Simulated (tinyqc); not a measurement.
Inside a calculation. Model: modulation-doped quantum well, Poisson-Schroedinger loop.

Numbers from tinyqc (`OMP_NUM_THREADS=1 python tinyqc.py 2140123 2140124 out.jsonl`; about 0.2 s on one thread of a shared Intel Xeon 2.30GHz). Printed values are rounded.

A well of width L centred at z = 0 between barriers Vb; effective-mass electrons, parabolic bands. The electrons come from donor sheets outside the mesh, a share fL of Ns on the left and the rest on the right, so the structure is neutral. Energies are counted from the band edge of the well, with U = 0 on the first node in the Hartree part.

Inputs (values chosen for the exercise); material values those of a made-up well:
```
symbol   value   unit                               meaning
T           20      K                           temperature
md      0.0431     m0                         in-plane mass
Vb       0.485     eV                        barrier height
eps_r     12.5           relative permittivity (all layers)
L         12.6     nm                            well width
hz         1.4     nm                             mesh step
Ns      8.2e11  cm^-2            sheet density of electrons
fL         0.7         share of the donors on the left side
Fz           0  kV/cm                 applied field along z
a          0.3                                mixing factor
```

Constants: q = 1.602176634e-19 C, kB = 1.380649e-23 J/K, hbar = 1.054571817e-34 J s, m0 = 9.1093837015e-31 kg, Vt = kB T/q, eps0 = 8.8541878128e-14 F/cm where lengths are in cm, hbar^2/(2 m0) = 0.0380998212 eV nm^2. Results are converted to the units shown.

## Fixed part of the potential

z, node 1 to 15 (nm): -9.8  -8.4  -7  -5.6  -4.2  -2.8  -1.4  0  1.4  2.8  4.2  5.6  7  8.4  9.8

V0 = 0 in the well and Vb outside, plus q Fz z (1 kV/cm = 1e-4 eV/nm).

fixed potential V0, node 1 to 15 (eV): 0.4850000  0.4850000  0.4850000  0.0000000  0.0000000  0.0000000  0.0000000  0.0000000  0.0000000  0.0000000  0.0000000  0.0000000  0.4850000  0.4850000  0.4850000

## Round 1: levels and probability densities

self-consistent potential U at the start, node 1 to 15 (eV): 0  0  0  0  0  0  0  0  0  0  0  0  0  0  0
mass on the intervals 1/2, 3/2, ... (mean of both at an interface) (m0): 0.0694  0.0694  0.0694  0.05505  0.0407  0.0407  0.0407  0.0407  0.0407  0.0407  0.0407  0.0407  0.05505  0.0694  0.0694  0.0694

Tridiagonal Hamiltonian with psi = 0 one step beyond both ends: H_ii = C (1/m_(i-1/2) + 1/m_(i+1/2))/hz^2 + V0_i + U_i, H_(i,i+1) = -C/(m_(i+1/2) hz^2), C = hbar^2/(2 m0). The lowest 3 level(s) are kept, normalised to hz sum |psi|^2 = 1.

levels (eV): E1 0.0324014, E2 0.1310753, E3 0.2939717

```
node  |psi|^2 of E1 (1/nm)  |psi|^2 of E2 (1/nm)  |psi|^2 of E3 (1/nm)
1                0.0000258             0.0001520             0.0008215
2                0.0003373             0.0016194             0.0059093
3                0.0037616             0.0141613             0.0315094
4                0.0302849             0.0904515             0.1248685
5                0.0602885             0.1243171             0.0706944
6                0.0902349             0.0946528             0.0002175
7                0.1121356             0.0317888             0.0602538
8                0.1201483             0.0000000             0.1257369
9                0.1121356             0.0317888             0.0602538
10               0.0902349             0.0946528             0.0002175
11               0.0602885             0.1243171             0.0706944
12               0.0302849             0.0904515             0.1248685
13               0.0037616             0.0141613             0.0315094
14               0.0003373             0.0016194             0.0059093
15               0.0000258             0.0001520             0.0008215
```

## Round 1: Fermi level and occupations

Level k holds N_k = D_k Vt ln(1 + exp((EF - E_k)/Vt)) with D = md m0 q/(pi hbar^2) per eV (spin included); EF is fixed by sum N_k = Ns.

EF = 0.07794626 eV
N_k (cm^-2): E1 8.2e11, E2 0.001270139, E3 1.136983e-44

## Round 1: density, output potential and mixing

n_i = sum_k N_k |psi_k|^2 (converted to cm^-3). Hartree part by Gauss: on the interval after node i the enclosed sheet charge is S_i = fL Ns - hz sum_(j<=i) n_j, and U_(i+1) = U_i + q S_i hz/(eps0 eps_r) in eV, U_1 = 0. Mixing: U(new) = U + a (U(out) - U).

```
node  n (1e17 cm^-3)  U(out) (eV)  U after round 1 (eV)
1           0.002116   0.00000000            0.00000000
2           0.027661   0.01163240            0.00348972
3           0.308453   0.02325694            0.00697708
4           2.483365   0.03479397            0.01043819
5           4.943658   0.04562639            0.01368792
6           7.399263   0.05505614            0.01651684
7           9.195118   0.06238649            0.01871595
8           9.852162   0.06710788            0.02013236
9           9.195118   0.06903391            0.02071017
10          7.399263   0.06835099            0.02050530
11          4.943658   0.06556867            0.01967060
12          2.483365   0.06138368            0.01841510
13          0.308453   0.05649407            0.01694822
14          0.027661   0.05151695            0.01545509
15          0.002116   0.04653198            0.01395960
```

## Course of the self-consistent loop

Start from U = 0. Stop when the largest |U(out) - U| is below 1e-7 eV, or after 60 rounds. From round 2 on: Anderson mixing of depth m keeps the last m inputs V and residuals F = V(out) - V(in), fits c by least squares to F = dF c over their successive differences dF, dV, and sets V(new) = V + a F - (dV + a dF) c. Here m = 3.

Course of the iteration:
```
round  level E1 (eV)     EF (eV)  largest |U(out) - U| (eV)
1         0.03240140  0.07794626                     0.0690
2         0.05076898  0.09631385                     0.0471
3         0.08995695   0.1355018                    1.64e-3
4         0.09033579   0.1358807                    8.74e-4
5         0.09075830   0.1363032                    1.77e-5
6         0.09075644   0.1363013                    1.11e-5
7         0.09075532   0.1363002                    4.70e-7
8         0.09075522   0.1363001                    3.27e-7
9         0.09075500   0.1362999                    1.17e-8
```

Converged in 9 rounds.

## Converged levels, occupations and centroid

converged U, node 1 to 15 (eV): 0.00000000  0.01163189  0.02325091  0.03474180  0.04528184  0.05408727  0.06054082  0.06432970  0.06546849  0.06425605  0.06120040  0.05692019  0.05202049  0.04704269  0.04205769

Solve for the levels with V0 + U, find EF, n_i = sum_k N_k |psi_k|^2 (in cm^-3); share of each level N_k/Ns; centroid sum n z/sum n.

levels (eV): E1 0.0907550, E2 0.1841403, E3 0.3463917
EF = 0.1362999 eV
shares (%): E1 100.0000, E2 0.0000, E3 0.0000
n, node 1 to 15 (in units of 1e17 cm^-3): 0.003906  0.045349  0.451574  3.351245  6.113586  8.289100  9.391501  9.340135  8.286793  6.496310  4.315922  2.183357  0.275282  0.025364  0.002004
centroid = -0.3769298 nm

With 400 intervals across the well and the same walls, E2 - E1 = 100.4 meV and EF - E1 = 45.54 meV; this mesh gives 93.39 and 45.54 meV.
